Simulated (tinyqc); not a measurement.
# Depletion-mode phase shifter in a rib waveguide and its Mach-Zehnder modulator: what changes with what

A lateral p-n junction at x0 in a waveguide whose mode intensity is a Gaussian of rms width s about x = 0; p side at smaller x. Reverse bias removes carriers and raises the index. Abrupt junction, doping uniform over the whole mode, lumped electrode (no travelling-wave effects).

Values chosen for this exercise; values close to those of silicon near 1550 nm: wavelength lam = 1550 nm; relative permittivity of the semiconductor eps_r = 11.7; acceptor density Na = 1.1e18 cm^-3; donor density Nd = 1.4e18 cm^-3; built-in voltage Vb = 0.97 V; rms width of the lateral mode intensity s = 130 nm; junction offset towards the n side x0 = 60 nm; vertical confinement times ng/n G = 0.95; rib height hr = 310 nm; fringe capacitance Cf = 60 pF/m; series resistance Rs = 17.9 ohm mm; reverse bias V = 1.5 V; passive loss a0 = 1.6 dB/cm.

Constants: q = 1.602176634e-19 C, eps0 = 8.8541878128e-14 F/cm where lengths are in cm. Results are converted to the units shown.

Each table varies one quantity; the others keep the values above.

## Effect of the junction offset towards the n side

Free-carrier changes (empirical, N and P in cm^-3): |dn| = 8.5e-18 P^0.8 for holes, 8.8e-22 N for electrons; absorption 6e-18 P and 8.5e-18 N in 1/cm. W = sqrt(2 eps0 eps_r (Vb + V)(1/Na + 1/Nd)/q); edges xp = x0 - W Nd/(Na + Nd), xn = x0 + W Na/(Na + Nd); F(x) = [1 + erf(x/(sqrt(2) s))]/2. dneff = G {dn_h [F(xp(0)) - F(xp(V))] + dn_e [F(xn(V)) - F(xn(0))]}; VpiL = lam V/(2 dneff); loss = a0 + 4.343 G {a_h F(xp) + a_e [1 - F(xn)]} dB/cm at V; C = eps0 eps_r hr/W + Cf; fRC = 1/(2 pi Rs C).

The same in every row: C (pF/m) = 506.0; fRC (GHz) = 17.57.

Results:
```
x0 (nm)	dneff	VpiL (V cm)	loss (dB/cm)	VpiL x loss (V dB)
-150	6.456e-5	1.801	43.74	78.76
-105	9.295e-5	1.251	40.23	50.31
-60	1.194e-4	0.9737	36.38	35.42
-15	1.368e-4	0.8498	32.77	27.85
75	1.273e-4	0.9128	28.19	25.73
120	1.034e-4	1.124	27.45	30.87
165	7.478e-5	1.554	27.43	42.65
```

Estimate the missing row, x0 = 30 nm.

Computed row:
```
x0 (nm)	dneff	VpiL (V cm)	loss (dB/cm)	VpiL x loss (V dB)
30	1.398e-4	0.8316	29.95	24.90
```

With this row back in the table: As x0 goes from -150 to 165 nm, VpiL goes from 1.80 through a minimum of 0.832 (at x0 = 30 nm among the rows listed) to 1.55 V cm, the loss falls from 43.7 to 27.4 dB/cm, their product goes from 78.8 through a minimum of 24.9 (at x0 = 30 nm among the rows listed) to 42.6 V dB and fRC stays at 17.6 GHz. In the row of smallest VpiL the p-side edge moves from 4.73 to -10.3 nm and the n-side edge from 49.9 to 61.7 nm, against s = 130 nm.

## Effect of the acceptor density

Same model as above.

Effect of the acceptor density:
```
Na (cm^-3)	dneff	VpiL (V cm)	loss (dB/cm)	VpiL x loss (V dB)	C (pF/m)	fRC (GHz)
5e16	3.945e-5	2.947	16.33	48.12	184.8	48.10
9.4e16	6.407e-5	1.814	16.25	29.49	228.6	38.89
1.7e17	8.627e-5	1.348	16.60	22.37	281.2	31.62
3.3e17	1.076e-4	1.080	18.08	19.54	353.6	25.14
6.1e17	1.231e-4	0.9447	21.57	20.38	430.4	20.66
1.1e18	1.331e-4	0.8737	28.65	25.03	506.0	17.57
2.1e18	1.380e-4	0.8425	44.35	37.36	580.8	15.31
4e18	1.372e-4	0.8476	75.41	63.92	638.7	13.92
```

As Na goes from 5e16 to 4e18 cm^-3, VpiL goes from 2.95 through a minimum of 0.843 (at Na = 2.1e18 cm^-3 among the rows listed) to 0.848 V cm, the loss goes from 16.33 through a minimum of 16.25 (at Na = 9.4e16 cm^-3 among the rows listed) to 75.41 dB/cm, their product goes from 48.1 through a minimum of 19.5 (at Na = 3.3e17 cm^-3 among the rows listed) to 63.9 V dB and fRC falls from 48.1 to 13.9 GHz. Rs is held fixed, though in a real device it falls with doping. For Na = 2.1e18 to 4e18 cm^-3 the peak field passes 0.7 MV/cm, near breakdown of such junctions.

tinyqc, about 0.01 s, one thread, Intel Xeon 2.30GHz (shared host): `OMP_NUM_THREADS=1 python tinyqc.py 2650109 2650110 out.jsonl`
